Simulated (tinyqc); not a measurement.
# Changing the temperature T

Model: space-charge-limited current through a thin insulating or semi-insulating film with traps. Computed by tinyqc, a small Python program. Command: `OMP_NUM_THREADS=1 python tinyqc.py 3000573 3000574 out.jsonl sclc sweep`. One thread of a shared host (Intel(R) Xeon(R) Processor @ 2.30GHz), about 0.01 s of CPU time with the checks.

One ohmic injecting contact at x = 0 (field zero), drift only, non-degenerate free carriers.

Inputs (values chosen for the exercise, modelled on semi-insulating GaN):
```
quantity,value,unit
permittivity eps,9.7,-
band mobility mu,190,cm^2/(V s)
effective density of states N_c,2.3e+18,1/cm^3
trap density N_t,9.8e+17,1/cm^3
"equilibrium Fermi level below the band edge, E_0",0.65,eV
thickness d,46,nm
"free density at the anode, in units of N_c",0.00011,-
characteristic temperature T_c,700,K
```

Traps: exponential tail.

Constants: k_B = 8.617333262e-05 eV/K; e = 1.602176634e-19 C; eps_0 = 8.8541878128e-12 F/m.

Method:
- Free density n_0 = N_c exp(-E_0/k_B T) in equilibrium; trapped density n_t(n) = N_t (n/N_c)^(T/T_c) (the low-temperature form).
- theta = n/(n + n_t) at the anode density; trap-filled-limit voltage V_TFL = e (N_t - n_t(n_0)) d^2/(2 eps eps_0).
- J = e mu n F and (eps eps_0/e) dF/dx = n - n_0 + n_t(n) - n_t(n_0) = rho(n). With F = J/(e mu n): d = (eps eps_0 J/(e^2 mu)) I_1 and V = (eps eps_0 J^2/(e^3 mu^2)) I_2, I_k = int_(n_L)^infinity dn/(n^(k+1) rho(n)), n_L the density at the anode; with u = n_L/n, 200 Gauss-Legendre points in t, u = 1 - (1 - t)^2.
- Anode field J/(e mu n_L); Mott-Gurney current (9/8) eps eps_0 mu V^2/d^3; ohmic current e n_0 mu V/d.

One run for each value:
```
temperature T (K),theta,voltage V (V),current density J (A/cm^2),n_0 (1/cm^3)
200,0.003479,0.20898,620.42,9.6039e+01
236,0.005547,0.13883,405.00,3.0268e+04
271,0.008722,0.09320,267.54,1.8780e+06
307,0.013866,0.06188,174.81,4.9112e+07
343,0.021977,0.04114,114.47,6.4733e+08
379,0.034664,0.02745,75.26,5.2277e+09
414,0.053604,0.01863,50.37,2.8121e+10
450,0.083001,0.01262,33.67,1.2079e+11
```

Describe and explain the trends.

Over the rows, theta rises from 0.00348 to 0.0830 (exponent d ln y / d ln x 2.8 between the first rows and 5.2 between the last); voltage V (V) falls from 0.209 to 0.0126 (exponent d ln y / d ln x -2.5 between the first rows and -4.7 between the last); current density J (A/cm^2) falls from 620 to 33.7 (exponent d ln y / d ln x -2.6 between the first rows and -4.8 between the last). The anode density is held fixed; heating frees trapped charge, so less voltage is needed for it.

Caution (rows 236, 271, 307, 343, 379, 414, 450): V is below 10 k_B T/e, where diffusion from the contact, left out here, dominates.
